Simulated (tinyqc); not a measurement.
## Dose and depth of a threshold implant

Problem. A sheet of D acceptors per cm^2 lies at depth xi inside the depleted layer of a body doped Na. In the depletion approximation VT = Vfb + f2 + q D/Cox + gamma sqrt(f2 + Vsb - q D xi/(eps0 eps_r)), gamma = sqrt(2 eps0 eps_r q Na)/Cox, Cox = eps0 eox/tox. Find gamma, D and xi.

Inputs (values chosen for the exercise); band and dielectric values close to those of 4H silicon carbide:
- eps_r = 9.82 (relative permittivity)
- Na = 2e18 cm^-3 (acceptor density deep in the body)
- eox = 3.9 (relative permittivity of the gate insulator (close to silicon dioxide))
- tox = 4.9 nm (insulator thickness)
- Vfb = -0.76 V (flat-band voltage)
- f2 = 3.191 V (band bending 2 phiF at threshold)

Constants: q = 1.602176634e-19 C, eps0 = 8.8541878128e-14 F/cm where lengths are in cm. Results are converted to the units shown.

VT against the source at Vsb = 0 and 1.5 V (V): [4.4295166, 4.8368709]

Solution. With y^2 = f2 - q D xi/(eps0 eps_r) and d the difference of the thresholds over gamma, sqrt(y^2 + Vsb) - y = d gives y = (Vsb - d^2)/(2 d). The first threshold then gives D, and y^2 gives xi.

gamma = 1.06 V^0.5
D = 6.00e11 cm^-2
xi = 9.10 nm

tinyqc, about 0.9 s, one thread, Intel Xeon 2.30GHz (shared host): `OMP_NUM_THREADS=1 python tinyqc.py 2080155 2080156 out.jsonl`
